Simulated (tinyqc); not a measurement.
Polarisation charge from two barrier thicknesses.

Question. VT = phiB - dEc - q sigma d/(eps0 eps_r). Find sigma, phiB - dEc and the thickness at which VT = 0.

Parameters, values chosen for the exercise: relative permittivity of barrier and channel eps_r = 9.3.

Constants: q = 1.602176634e-19 C, eps0 = 8.8541878128e-14 F/cm where lengths are in cm. Results are converted to the units shown.

VT for d = 20 and 26 nm (V): [-3.0873229, -4.2638097]

Answer. VT is linear in d.

sigma = 1.01e13 cm^-2
phiB - dEc = 0.834 V
thickness for VT = 0 = 4.25 nm

tinyqc, about 0.01 s, one thread, Intel Xeon 2.30GHz (shared host): `OMP_NUM_THREADS=1 python tinyqc.py 2570005 2570006 out.jsonl`
